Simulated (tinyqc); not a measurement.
Wannier functions of a composite (isolated) pair of valence bands (bonds of an sp chain), step by step. Values are carried at full precision from step to step, so a last printed digit may differ when a step is redone from the rounded ones.

Each atom has a hybrid pointing left (<) and right (>). H(k): diagonal +V3 on A, -V3 on B; <A<|A>> = -V1a, <B<|B>> = -V1b, <A>|B<> = -V2, <B>|A<> = -V2p exp(ik); k in 1/a, Bloch sums with exp(ikR). The two lowest bands are filled. Trial functions in cell 0: g1 = cos(c) A> + sin(c) B<, and g2 = sin(c) B> + cos(c) A< of cell 1, whose Bloch vector has cos(c) exp(-ik) on A<. Projection A_mn = <psi_m|g_n>, S = A^+ A, Loewdin U = A S^(-1/2), Bloch-like states w_n = sum_m psi_m U_mn, H_W(k) = U^+ diag(E) U. P = sum_m |psi_m><psi_m| is free of phase choices, and S = g^+ P g, w = P g S^(-1/2).

Parameters, chosen for this exercise: V2 = 4.11 eV (coupling in the bond A-B inside the cell); V2p = 2.58 eV (coupling in the bond to the next cell); V1a = 1.54 eV (coupling of the two hybrids on A); V1b = 1.01 eV (the same on B); V3 = 0 eV (A at +V3, B at -V3); j = 2 (mesh point, k = 2 pi j/N); N = 5 (k points); c = 55 degrees (trial bonds cos(c) on A, sin(c) on B); xb = 0.56 a (position of B (A at 0)).

## H at one mesh point

Fill in the matrix.

H(k) (eV):
```
                A<       A>       B<              B>
A<               0  -1.5400        0  2.0873+1.5165i
A>         -1.5400        0  -4.1100               0
B<               0  -4.1100        0         -1.0100
B>  2.0873-1.5165i        0  -1.0100               0
```

## Levels and the projector on the filled bands

Diagonalise; P = sum over the two lowest states of |psi><psi|.

levels (eV): -4.4482  -2.6746  2.6746  4.4482

P:
```
                 A<              A>              B<               B>
A<           0.5000  0.1685+0.0371i               0  -0.3923-0.2576i
A>   0.1685-0.0371i          0.5000  0.4691+0.0139i                0
B<                0  0.4691-0.0139i          0.5000   0.1630+0.0566i
B>  -0.3923+0.2576i               0  0.1630-0.0566i           0.5000
```

The filled states put 2.000 electrons on A and 2.000 on B at this k.

## Loewdin orthogonalisation

The trial vectors are the columns g1 = (0, cos c, sin c, 0), g2 = (cos c exp(-ik), 0, 0, sin c), k = 2 pi j/N. Form S = g^+ P g, its eigenvalues, S^(-1/2), and w = P g S^(-1/2).

S:
```
                1               2
1          0.9408  0.0573+0.0153i
2  0.0573-0.0153i          0.9405
```

eigenvalues of S: 0.8813  1.0000

S^(-1/2):
```
                 1                2
1           1.0325  -0.0315-0.0084i
2  -0.0315+0.0084i           1.0327
```

w:
```
                 1                2
A<  0.1204+0.0293i  -0.5743-0.3935i
A>  0.6961+0.0123i  -0.1147-0.0469i
B<  0.6961-0.0086i   0.1164+0.0425i
B>  0.1164-0.0426i   0.6960+0.0135i
```

The combinations of the trial bonds that diagonalise S lie 88.1 to 100.0 % inside the filled space; an eigenvalue near zero would mark a poor choice.

## The Hamiltonian in the new basis

H_W = w^+ H w; its eigenvalues must be the two filled levels.

H_W(k) (eV):
```
              1             2
1        -4.326  0.130+0.429i
2  0.130-0.429i        -2.796
```

eigenvalues (eV): -4.448  -2.675

## Hoppings between the Wannier functions

H_mn(R) = (1/N) sum_k exp(-ikR) H_W,mn(k), the coupling of function m in cell 0 to function n in cell R.

H(R) (eV):

| R | 11 | 12 | 21 | 22 |
|---|---|---|---|---|
| -2 | 0.0027 | -0.0190 | -0.0016 | 0.0027 |
| -1 | 0.0559 | -0.7636 | -0.0051 | 0.0559 |
| 0 | -4.2377 | -0.4857 | -0.4857 | -2.7076 |
| 1 | 0.0559 | -0.0051 | -0.7636 | 0.0559 |
| 2 | 0.0027 | -0.0016 | -0.0190 | 0.0027 |

The bond levels are -4.238 and -2.708 eV, against -sqrt(V2^2 + V3^2) = -4.110 and -2.580 for isolated bonds. Neighbouring bonds couple by -0.486 eV through B; the bond-orbital estimate is -V1b (1 + ap)/2 = -0.505 with the mean V2 in ap = V3/sqrt(V2^2 + V3^2).

## The functions in real space

w_n(R) = (1/N) sum_k exp(ikR) w_n(k); point-like hybrids at R (A) and R + xb (B) give centres and spreads.

Function 1:

| R | A< | A> | B< | B> |
|---|---|---|---|---|
| -2 | -0.0001 | 0.0012 | -0.0002 | -0.0055 |
| -1 | 0.0027 | 0.0144 | -0.0054 | -0.0791 |
| 0 | 0.0812 | 0.7002 | 0.7003 | 0.0555 |
| 1 | -0.0525 | -0.0090 | 0.0109 | 0.0016 |
| 2 | -0.0034 | -0.0004 | 0.0009 | -0.0004 |

centres (a): 1 0.2764, 2 0.7836

spreads (a^2): 1 0.0831, 2 0.0548

Function 1 has 98.1 % of its weight on the two hybrids of its bond. Its centre lies -0.0036 a from the middle of the bond.

## Checks

- Eigenvalues of H_W against the filled levels: they agree to 1e-10 or better.
- W^+ w against the unit matrix: they agree to 1e-10 or better.

tinyqc: `OMP_NUM_THREADS=1 python tinyqc.py 1482756 1482757 out.jsonl`; about 0.3 s, one thread, shared Intel(R) Xeon(R) Processor @ 2.30GHz.
